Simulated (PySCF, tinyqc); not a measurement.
Inside a calculation. Method: RKS/exchange-only LDA in the sto-3g basis, for Li-, spin multiplicity 1. The basis has no diffuse functions, so it cannot describe the extra electron: this is an exercise in the method, not the real anion. The lowest restricted solution is unstable here: a spin-polarised one lies 0.0011 hartree lower (PySCF). One step of it, computed by the program tinyqc.

Task: Iteration 2: building the Kohn-Sham matrix. J_ij = sum D_kl (ij|kl); F = H + J + V_xc; E = tr D H + tr D J / 2 + E_xc + E_nn.

D after iteration 1, order 1Li 1s, 1Li 2s, 1Li 2px, 1Li 2py, 1Li 2pz:
```
[[2.253864, -0.470730, 0.000000, 0.000000, 0.000000],
 [-0.470730, 1.973157, 0.000000, 0.000000, 0.000000],
 [0.000000, 0.000000, 0.000000, 0.000000, 0.000000],
 [0.000000, 0.000000, 0.000000, 0.000000, 0.000000],
 [0.000000, 0.000000, 0.000000, 0.000000, 0.000000]]
```

core Hamiltonian H = T + V (hartree), order 1Li 1s, 1Li 2s, 1Li 2px, 1Li 2py, 1Li 2pz:
```
[[-4.406095, -0.984581, 0.000000, 0.000000, 0.000000],
 [-0.984581, -1.104759, 0.000000, 0.000000, 0.000000],
 [0.000000, 0.000000, -0.877579, 0.000000, 0.000000],
 [0.000000, 0.000000, 0.000000, -0.877579, 0.000000],
 [0.000000, 0.000000, 0.000000, 0.000000, -0.877579]]
```

Two-electron integrals (ij|kl) in chemists' order, unique and non-zero (hartree):
```
(11|11) 1.680395   (21|11) 0.265420   (21|21) 0.049941   (22|11) 0.397727
(22|21) 0.092860   (22|22) 0.290562   (31|31) 0.008981   (32|31) 0.013788
(32|32) 0.064184   (33|11) 0.396640   (33|21) 0.092880   (33|22) 0.290497
(33|33) 0.312946   (41|41) 0.008981   (42|41) 0.013788   (42|42) 0.064184
(43|43) 0.016869   (44|11) 0.396640   (44|21) 0.092880   (44|22) 0.290497
(44|33) 0.279207   (44|44) 0.312946   (51|51) 0.008981   (52|51) 0.013788
(52|52) 0.064184   (53|53) 0.016869   (54|54) 0.016869   (55|11) 0.396640
(55|21) 0.092880   (55|22) 0.290497   (55|33) 0.279207   (55|44) 0.279207
(55|55) 0.312946
```

nuclear repulsion = 0 hartree

V_xc (hartree), order 1Li 1s, 1Li 2s, 1Li 2px, 1Li 2py, 1Li 2pz:
```
[[-1.016003, -0.131865, 0.000000, 0.000000, 0.000000],
 [-0.131865, -0.177925, 0.000000, 0.000000, 0.000000],
 [0.000000, 0.000000, -0.175370, 0.000000, 0.000000],
 [0.000000, 0.000000, 0.000000, -0.175370, 0.000000],
 [0.000000, 0.000000, 0.000000, 0.000000, -0.175370]]
```

E_xc = sum of w rho eps_xc = -1.88764444 hartree

Give: Coulomb J; Kohn-Sham matrix F; total energy of this density.

Result:

Coulomb J (hartree), order 1Li 1s, 1Li 2s, 1Li 2px, 1Li 2py, 1Li 2pz:
```
[[4.3223, 0.7344, 0.0000, 0.0000, 0.0000],
 [0.7344, 1.3823, 0.0000, 0.0000, 0.0000],
 [0.0000, 0.0000, 1.3797, 0.0000, 0.0000],
 [0.0000, 0.0000, 0.0000, 1.3797, 0.0000],
 [0.0000, 0.0000, 0.0000, 0.0000, 1.3797]]
```

Kohn-Sham matrix F (hartree), order 1Li 1s, 1Li 2s, 1Li 2px, 1Li 2py, 1Li 2pz:
```
[[-1.0998, -0.3820, 0.0000, 0.0000, 0.0000],
 [-0.3820, 0.0996, 0.0000, 0.0000, 0.0000],
 [0.0000, 0.0000, 0.3268, 0.0000, 0.0000],
 [0.0000, 0.0000, 0.0000, 0.3268, 0.0000],
 [0.0000, 0.0000, 0.0000, 0.0000, 0.3268]]
```

total energy of this density = -7.182340 hartree

This density is a damped mixture and is not idempotent, and it still holds part of the atomic start, so its energy may lie below the converged one.
